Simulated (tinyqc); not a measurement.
# Solid solubility of a dopant against its melt (retrograde solidus), clustering and the electrically active fraction, step by step

A worked calculation. Computed by tinyqc, a small Python program that keeps every step. Command: `OMP_NUM_THREADS=1 python tinyqc.py 3000652 3000653 out.jsonl retro walk`. One thread of a shared host (Intel(R) Xeon(R) Processor @ 2.30GHz), about 0.01 s of CPU time with the checks. Intermediate numbers are printed to about 6 digits and carried at full precision; extremes and crossings named in words are read from the listed rows.

Inputs (values chosen for the exercise, of the order of those of copper in silicon for the solubility):
```
quantity                                       value            unit
melting point of the host T_m                   1687               K
heat of melting of the host H_f                 50.2          kJ/mol
interaction L of the melt                        -10          kJ/mol
enthalpy of transfer from melt to solid H       1.43              eV
entropy of transfer S                           2.55             k_B
site density N0                                5e+22          1/cm^3
temperature T                                   1505               K
total dopant density N_t                     2.2e+21          1/cm^3
atoms per cluster m                                4               -
cluster scale N* at 1273 K                   4.2e+20          1/cm^3
activation energy E_b of the cluster scale      0.43              eV
anneal temperature T_a                          1300               K
prefactor of n_i                            3.95e+16  1/(cm^3 K^1.5)
energy E_i in n_i                              0.611              eV
mobility mu                                       45      cm^2/(V s)
```

Clustering: clusters that take up free electrons.

Constants: R = 8.314462618 J/(mol K); k_B = 8.617333262e-05 eV/K; e = 1.602176634e-19 C; N_A = 6.02214076e+23 1/mol.

## Liquidus and solidus at T

x_l and x_s are atom fractions of the dopant in melt and solid; the solid is dilute. Liquidus of the host: R T ln(1 - x_l) + L x_l^2 = -H_f (1 - T/T_m). Distribution: k = x_s/x_l = exp[L (1 - x_l)^2/(R T)] exp(S/k_B - H/(k_B T)), the first factor being the activity coefficient in the melt. Solubility = x_s N0; at T_m x_l = 0.

x_l = 0.302198

distribution coefficient k = 1.41198e-04

x_s = 4.26698e-05

solubility = 2.13349e+18 1/cm^3

k at the melting point = 3.35595e-04

k has changed by a factor 0.42 from its value at T_m, while x_l has grown from 0 to 0.302.

## The retrograde maximum

The largest x_s N0 between 900 K and T_m. For an ideal melt with constant heats the maximum has x_l = H_f/(H + H_f), H in the same units.

temperature of the maximum = 1537.46 K

largest solubility = 2.19023e+18 1/cm^3

x_l there = 0.256636

ideal-melt value H_f/(H + H_f) = 0.266774

The maximum lies 150 K below T_m: above it the melt runs out of dopant, below it k falls as exp(-H/(k_B T)).

## The solidus

The formulas are those given above.

Against temperature:
```
T (K)       x_l            k  solubility (1/cm^3)  over the maximum
1000   0.811230  7.62000e-07          3.09079e+16          0.014112
1100   0.733352  3.32642e-06          1.21972e+17          0.055689
1200   0.644963  1.11390e-05          3.59213e+17          0.164007
1300   0.545986  3.02603e-05          8.26085e+17          0.377168
1400   0.435076  6.92800e-05          1.50710e+18          0.688102
1500   0.309000  1.36960e-04          2.11603e+18          0.966120
1580   0.192729  2.14136e-04          2.06352e+18          0.942144
1640   0.091878  2.82065e-04          1.29578e+18          0.591616
1675   0.024881  3.22342e-04          4.01008e+17          0.183089
```

Between the first rows the Arrhenius energy of the solubility is 1.30 eV, against H = 1.43 eV; it shrinks to zero at 1537 K and turns negative beyond. A crystal saturated at the maximum precipitates dopant-rich liquid on cooling and on heating alike. Below a eutectic or compound temperature another phase would set the limit.

## Active fraction after the anneal

A highly soluble donor (another dopant than that of the solidus) is limited by clustering. Donors N_a are active, and clusters hold m atoms each: N_t = N_a + m C, m C = N* (N_a/N*)^m (n/N*)^m, each atom taking one electron, n = N_a/2 + sqrt(N_a^2/4 + n_i^2), n_i = prefactor x T^1.5 exp(-E_i/(k_B T)), with N*(T) = N*(1273 K) exp[-(E_b/k_B)(1/T - 1/1273)]. Resistivity = 1/(e mu N_a).

N*(T_a) = 4.55623e+20 1/cm^3

active density N_a = 5.35659e+20 1/cm^3

active fraction = 0.243481

resistivity = 0.258934 milliohm cm

Doubling the dose would raise N_a by only 11 %. Caution: this clustering law is a generic form; degeneracy and a doping-dependent mobility are left out.

## Active against total

A highly soluble donor (another dopant than that of the solidus) is limited by clustering. Donors N_a are active, and clusters hold m atoms each: N_t = N_a + m C, m C = N* (N_a/N*)^m (n/N*)^m, each atom taking one electron, n = N_a/2 + sqrt(N_a^2/4 + n_i^2), n_i = prefactor x T^1.5 exp(-E_i/(k_B T)), with N*(T) = N*(1273 K) exp[-(E_b/k_B)(1/T - 1/1273)].

Active density (1/cm^3):
```
N_t (1/cm^3)   N_a at T_a  fraction  N_a at T_a + 150 K  N_a at T_a - 150 K
1.00e+19      1.00000e+19  1.000000         1.00000e+19         1.00000e+19
3.00e+19      3.00000e+19  1.000000         3.00000e+19         3.00000e+19
1.00e+20      9.99975e+19  0.999975         9.99998e+19         9.99186e+19
2.00e+20      1.99383e+20  0.996917         1.99960e+20         1.87511e+20
5.00e+20      3.83946e+20  0.767892         4.65981e+20         2.69916e+20
1.00e+21      4.64815e+20  0.464815         6.28458e+20         3.09659e+20
2.00e+21      5.27518e+20  0.263759         7.32696e+20         3.45415e+20
5.00e+21      6.04805e+20  0.120961         8.49865e+20         3.92592e+20
```

The exponent d ln N_a/d ln N_t falls from 1.00 to 0.15, towards 1/(2m) = 0.125. At the highest dose a 150 K hotter anneal gives 1.41 times the active density, and a later step 150 K cooler would cut it to 0.65 if it ran to equilibrium: short hot anneals come last.

Checks made by the program: the ideal-melt maximum (relative difference 3e-09).
